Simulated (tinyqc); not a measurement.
Thin (001) film in sp3s* tight binding with raised dangling bonds, step by step. Values are carried at full precision from step to step, so a last printed digit may differ when a step is redone from the rounded ones.

sp3s* tight binding, nearest neighbours only: anion (a) at 0, cation (c) at a/4 (1,1,1), orbitals s, px, py, pz, s* on each; k in units of 2 pi/a. With phases e_j = exp(i (pi/2) k.n_j) for n = (1,1,1), (1,-1,-1), (-1,1,-1), (-1,-1,1): g0 = (e1+e2+e3+e4)/4, g1 = (e1+e2-e3-e4)/4, g2 = (e1-e2+e3-e4)/4, g3 = (e1-e2-e3+e4)/4. The diagonal holds the levels Esa, Epa, Exa (s*) and Esc, Epc, Exc. Anion-cation block: <sa|sc> = Vss g0; <sa|xc> = Vsapc g1; <xa|sc> = -Vscpa g1; <xa|xc> = Vxx g0; <xa|yc> = <ya|xc> = Vxy g3, <xa|zc> = <za|xc> = Vxy g2, <ya|zc> = <za|yc> = Vxy g1; <s*a|xc> = Vxapc g1; <xa|s*c> = -Vpaxc g1; y and z take g2 and g3 in place of g1; s-s* and s*-s* vanish.

Parameters, chosen for this exercise (out of a larger set: near a published set for Si, fitted to gaps, whose masses and valley positions are rough; not measured data):
- p = (-4.196, 1.713, -4.196, 1.713, 6.685, 6.685, -8.226, 1.705, 4.603, 5.7, 5.7, 5.36, 5.36) eV (order Esa, Epa, Esc, Epc, Exa, Exc, Vss, Vxx, Vxy, Vsapc, Vscpa, Vxapc, Vpaxc)
- N = 5 (atomic planes in the small film)
- dl = 30 eV (shift of the dangling hybrids)

## Bulk edges along [001]

Gap at Gamma and minimum on (0,0,kz), kz from 0.5 to 1, from the bulk Ev. States at zero in-plane momentum come from this line alone.

edges (eV): Gamma 3.4100, Delta 1.1626

kz of the minimum = 0.7319 2 pi/a

## The two blocks of the small film

Planes alternate anion (a), cation (c) along [001], a/4 apart, starting with an anion; zero in-plane momentum; levels counted from the bulk Ev, the lower root of [[Epa, Vxx], [Vxx, Epc]]; no spin-orbit coupling. Block of s, pz, s*: from an anion to the cation above, Vss/2 (s,s), Vsapc/2 (s,z), -Vscpa/2 (z,s), Vxx/2 (z,z), Vxapc/2 (s*,z), -Vpaxc/2 (z,s*); to the cation below the same with the s-z and s*-z signs reversed. Block of u = (px + py)/sqrt2 and v = (px - py)/sqrt2: to the cation above (Vxx + Vxy)/2 for u and (Vxx - Vxy)/2 for v, to the cation below the reverse. Each surface atom has two dangling sp3 hybrids; raising both by dl adds (dl/2) [[1, t], [t, 1]] to its s, pz levels (t = -1 at the bottom face, +1 at the top) and dl to the one of u, v in whose plane the missing bonds lie (v for a bottom anion or a top cation, u for a top anion).

Fill them in.

s, pz, s* block (eV):
```
         sa1      za1    *a1     sc2     zc2     *c2     sa3     za3     *a3     sc4     zc4     *c4
sa1   10.796  -15.000      0  -4.113   2.850       0       0       0       0       0       0       0
za1  -15.000   16.705      0  -2.850   0.853  -2.680       0       0       0       0       0       0
*a1        0        0  6.677       0   2.680       0       0       0       0       0       0       0
sc2   -4.113   -2.850      0  -4.204       0       0  -4.113   2.850       0       0       0       0
zc2    2.850    0.853  2.680       0   1.705       0  -2.850   0.853  -2.680       0       0       0
*c2        0   -2.680      0       0       0   6.677       0   2.680       0       0       0       0
sa3        0        0      0  -4.113  -2.850       0  -4.204       0       0  -4.113   2.850       0
za3        0        0      0   2.850   0.853   2.680       0   1.705       0  -2.850   0.853  -2.680
*a3        0        0      0       0  -2.680       0       0       0   6.677       0   2.680       0
sc4        0        0      0       0       0       0  -4.113  -2.850       0  -4.204       0       0
zc4        0        0      0       0       0       0   2.850   0.853   2.680       0   1.705       0
*c4        0        0      0       0       0       0       0  -2.680       0       0       0   6.677
sa5        0        0      0       0       0       0       0       0       0  -4.113  -2.850       0
za5        0        0      0       0       0       0       0       0       0   2.850   0.853   2.680
*a5        0        0      0       0       0       0       0       0       0       0  -2.680       0

        sa5     za5     *a5
sa1       0       0       0
za1       0       0       0
*a1       0       0       0
sc2       0       0       0
zc2       0       0       0
*c2       0       0       0
sa3       0       0       0
za3       0       0       0
*a3       0       0       0
sc4  -4.113   2.850       0
zc4  -2.850   0.853  -2.680
*c4       0   2.680       0
sa5  10.796  15.000       0
za5  15.000  16.705       0
*a5       0       0   6.677
```

u, v block (eV):
```
       ua1     va1     uc2     vc2     ua3     va3     uc4     vc4     ua5    va5
ua1  1.705       0   3.154       0       0       0       0       0       0      0
va1      0  31.705       0  -1.449       0       0       0       0       0      0
uc2  3.154       0   1.705       0  -1.449       0       0       0       0      0
vc2      0  -1.449       0   1.705       0   3.154       0       0       0      0
ua3      0       0  -1.449       0   1.705       0   3.154       0       0      0
va3      0       0       0   3.154       0   1.705       0  -1.449       0      0
uc4      0       0       0       0   3.154       0   1.705       0  -1.449      0
vc4      0       0       0       0       0  -1.449       0   1.705       0  3.154
ua5      0       0       0       0       0       0  -1.449       0  31.705      0
va5      0       0       0       0       0       0       0   3.154       0  1.705
```

## Levels of the small film

Diagonalise both blocks.

levels of the s, pz, s* block (eV): -11.619  -9.420  -6.194  -2.354  1.786  1.997  3.096  3.875  6.677  7.016  8.026  9.429  10.005  29.283  29.287

levels of the u, v block (eV): -2.268  -2.268  -0.826  -0.826  4.193  4.193  5.650  5.650  31.776  31.776

No level lies between 0 and the bulk edge 1.163 eV; confinement has widened the gap at zero in-plane momentum to 2.612 eV.

## Checks

- Lowest conduction level of 201 planes, with the dangling hybrids shifted far away, against the bulk edge: both 1.163.

Run: tinyqc, `OMP_NUM_THREADS=1 python tinyqc.py 1452146 1452147 out.jsonl`; Intel(R) Xeon(R) Processor @ 2.30GHz, one thread, shared host; about 0.4 s of CPU time with all checks.
